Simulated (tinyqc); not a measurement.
MOSFET in the linear regime without short-channel effects, parameter extraction from computed curves: two steps of the calculation.

Inversion charge Q = Cox n Vt W0(exp((Vg - VT)/(n Vt))), W0 the Lambert function and n = nf; u = Q/Cox; mobility mu = mu0/(1 + th1 u + th2 u^2); channel resistance Rch = (L - dL)/(W mu Q); Id = Vd/(Rch + Rsd/W). Cox = eps0 eox/tox. Small Vd, no channel-length or drain effects.

Values chosen for this exercise; channel values of the order met in silicon transistors: temperature T = 300 K; relative permittivity of the gate insulator (close to silicon dioxide) eox = 3.9; insulator thickness tox = 4.7 nm; low-field mobility mu0 = 120 cm^2/(V s); first mobility attenuation factor th1 = 0.63 1/V; second mobility attenuation factor th2 = 0 1/V^2; threshold voltage VT = 0.26 V; body factor nf = 1.47; gate width W = 10 um; drawn gate length L = 0.042 um; drawn less effective length dL = 0.004 um; source plus drain resistance Rsd = 180 ohm um; drain voltage Vd = 0.01 V.

Constants: q = 1.602176634e-19 C, kB = 1.380649e-23 J/K, Vt = kB T/q, eps0 = 8.8541878128e-14 F/cm where lengths are in cm. Results are converted to the units shown.

Problem 1. Transfer curve. u, mu, Rch and Id as defined.

Vg, point 0 to 10 (V): [0.06, 0.16, 0.26, 0.36, 0.46, 0.56, 0.66, 0.76, 0.86, 0.96, 1.06]

Wanted: u; mu; Rch; Id.

Solution 1.

```
point      u (V)  mu (cm^2/(V s))  Rch (ohm)   Id (uA)
0      1.9587e-4           119.99   2.2008e5  0.045434
1      0.0025573           119.81      16881   0.59174
2       0.021553           118.39     2026.9    4.8901
3       0.074446           114.62     606.11    16.023
4        0.14827           109.75     317.86    29.775
5        0.23136           104.73     213.45    43.206
6        0.31913           99.912     162.21    55.491
7        0.40964           95.384     132.37    66.503
8        0.50192           91.171     113.03    76.321
9        0.59543           87.265     99.540    85.078
10       0.68984           83.647     89.633    92.908
```

Problem 2. Threshold and mobility at the peak transconductance. gm_i = (Id_(i+1) - Id_(i-1))/(Vg_(i+1) - Vg_(i-1)); at the point j of largest gm the tangent meets the axis at V_ext = Vg_j - Id_j/gm_j; field-effect mobility gm_j L/(W Cox Vd) with the drawn L.

```
point  Vg (V)      Id (uA)
0        0.06  0.045434258
1        0.16   0.59174002
2        0.26    4.8901302
3        0.36    16.022863
4        0.46    29.774736
5        0.56    43.205734
6        0.66    55.490750
7        0.76    66.502961
8        0.86    76.321212
9        0.96    85.077620
10       1.06    92.907968
```

Give: gm; j; V_ext; field-effect mobility.

Solution 2.

gm, point 1 to 9 (uS): [24.223, 77.156, 124.42, 135.91, 128.58, 116.49, 104.15, 92.873, 82.934]
j = 4
V_ext = 0.24093 V
field-effect mobility = 77.696 cm^2/(V s)

V_ext is 19 mV below the model VT, and the mobility so found is 41 % below mu0 L/(L - dL) = 133 cm^2/(V s), the value for the drawn L; attenuation, series resistance and the slow approach of Q to a straight line all lower the peak gm.

Program tinyqc, `OMP_NUM_THREADS=1 python tinyqc.py 2210107 2210108 out.jsonl`; Intel Xeon 2.30GHz, shared host, one thread, about 0.01 s.
